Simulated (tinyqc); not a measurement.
Inside a calculation. Method: Luttinger-Kohn k.p, four valence bands. One step of it, computed by the program tinyqc.

Problem. Hole masses. E = c [g1 k^2 -/+ 2 sqrt(g2^2 k^4 + 3 (g3^2 - g2^2)(kx^2 ky^2 + ky^2 kz^2 + kz^2 kx^2))] with c = hbar^2/2m, and m* = hbar^2 k^2 / (2 E).

Luttinger parameters chosen for this model; energies are counted downward from the top of the valence band:

| parameter | value | unit |
|---|---|---|
| g1 | 5.860000 |  |
| g2 | 2.120000 |  |
| g3 | 2.350000 |  |

Give: Masses.

Solution.

Masses (electron masses):

| direction | heavy | light |
|---|---|---|
| [100] | 0.617 | 0.099 |
| [110] | 0.787 | 0.096 |
| [111] | 0.862 | 0.095 |
